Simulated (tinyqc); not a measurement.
Resistive crossbar, vector-matrix product with wire resistance: one step of the calculation.

2 rows and 2 columns. Cell (i, j) joins row node wij to column node bij. Each row is driven at its left end through one wire segment rw; neighbouring nodes along a row or a column are joined by rw; each column ends below the last row in one more rw and a virtual ground, where its current is read. Ideal output: I_j = sum_i V_i G_ij.

Question. Node voltages and column currents. Solve A x = b; I_j = b2j/rw.

Parameters, values chosen for the exercise: wire resistance between neighbouring cells rw = 10 ohm.

A (uS):

|  | w11 | w12 | w21 | w22 | b11 | b12 | b21 | b22 |
|---|---|---|---|---|---|---|---|---|
| w11 | 2.0031000e5 | -1e5 | 0 | 0 | -310 | 0 | 0 | 0 |
| w12 | -1e5 | 1.0039000e5 | 0 | 0 | 0 | -390 | 0 | 0 |
| w21 | 0 | 0 | 2.0031000e5 | -1e5 | 0 | 0 | -310 | 0 |
| w22 | 0 | 0 | -1e5 | 1.0016000e5 | 0 | 0 | 0 | -160 |
| b11 | -310 | 0 | 0 | 0 | 1.0031000e5 | 0 | -1e5 | 0 |
| b12 | 0 | -390 | 0 | 0 | 0 | 1.0039000e5 | 0 | -1e5 |
| b21 | 0 | 0 | -310 | 0 | -1e5 | 0 | 2.0031000e5 | 0 |
| b22 | 0 | 0 | 0 | -160 | 0 | -1e5 | 0 | 2.0016000e5 |

b (uA): w11 14000, w12 0, w21 8000, w22 0, b11 0, b12 0, b21 0, b22 0

Find: row nodes; column nodes; column currents.

Answer.

row nodes (mV): w11 139.04, w12 138.50, w21 79.629, w22 79.503
column nodes (mV): b11 1.1000, b12 1.1971, b21 0.67237, b22 0.66163
column currents (uA): column 1 67.237, column 2 66.163

Numbers from tinyqc (`OMP_NUM_THREADS=1 python tinyqc.py 2880027 2880028 out.jsonl`; about 0.02 s on one thread of a shared Intel Xeon 2.30GHz).
